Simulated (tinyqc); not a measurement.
Short-channel transistor, virtual-source model with series resistance: course of the iteration: current through the series resistance.

The current per gate width is the charge at the top of the source barrier (the virtual source) times its velocity times a saturation function; al and be are fitting constants of the model. Units: I in uA/um, Rs in ohm um, so I Rs = 1e-6 I Rs in volts; Q in uC/cm^2, so I = 1e-4 Q vx0 Fsat with vx0 in cm/s.

Intrinsic voltages Vg' = Vgs - I Rs, Vd' = Vds - 2 I Rs. n = n0 + nd Vd', VT = VT0 - dl Vd', Ff = 1/(1 + exp((Vg' - VT + al Vt/2)/(al Vt))), Q = Cinv n Vt ln(1 + exp((Vg' - VT + al Vt Ff)/(n Vt))), Vdsat = (vx0 L/mu)(1 - Ff) + Vt Ff, Fsat = u/(1 + u^be)^(1/be) with u = Vd'/Vdsat, and I(out) = Q vx0 Fsat per width. (Fsat takes the sign of u.) I(new) = I + 0.3 (I(out) - I).

Stop when I changes by less than 1e-7 uA/um, or after 80 iterations.

Parameters, values chosen for the exercise: temperature T = 400 K; inversion capacitance Cinv = 2.35 uF/cm^2; velocity at the virtual source vx0 = 5.9e6 cm/s; apparent mobility mu = 1400 cm^2/(V s); channel length L = 130 nm; threshold at zero drain voltage VT0 = 0.309 V; drain-induced barrier lowering dl = 0.064 V/V; subthreshold factor n0 = 1.43; growth of n with drain voltage nd = 0.1 1/V; threshold shift (in units of Vt) from weak to strong inversion al = 3.5; sharpness of saturation be = 1.8; series resistance of each contact Rs = 200 ohm um; gate voltage Vgs = 0.48 V; drain voltage Vds = 0.25 V.

Constants: q = 1.602176634e-19 C, kB = 1.380649e-23 J/K, Vt = kB T/q. Results are converted to the units shown.

I at the start = 0 uA/um

Course of the iteration:

| iteration | I (uA/um) | \|change\| (uA/um) |
|---|---|---|
| 1 | 81.2032 | 81.2 |
| 2 | 130.964 | 49.8 |
| 3 | 161.450 | 30.5 |
| 4 | 180.117 | 18.7 |
| 5 | 191.540 | 11.4 |
| 6 | 198.526 | 6.99 |
| 7 | 202.798 | 4.27 |
| 8 | 205.409 | 2.61 |
| 9 | 207.004 | 1.60 |
| ... | ... | ... |
| 35 | 209.511 | 4.37e-6 |
| 36 | 209.511 | 2.67e-6 |
| 37 | 209.511 | 1.63e-6 |
| 38 | 209.511 | 9.96e-7 |
| 39 | 209.511 | 6.09e-7 |
| 40 | 209.511 | 3.72e-7 |
| 41 | 209.511 | 2.27e-7 |
| 42 | 209.511 | 1.39e-7 |
| 43 | 209.511 | 8.48e-8 |

Did this iteration meet its convergence test, and what does its course show?

Yes. Converged in 43 iterations. At the end each change is about 0.61 times the one before: linear convergence.

Computed by the program tinyqc: `OMP_NUM_THREADS=1 python tinyqc.py 2380088 2380089 out.jsonl`, one thread of a shared Intel Xeon 2.30GHz, about 0.01 s for the whole run.
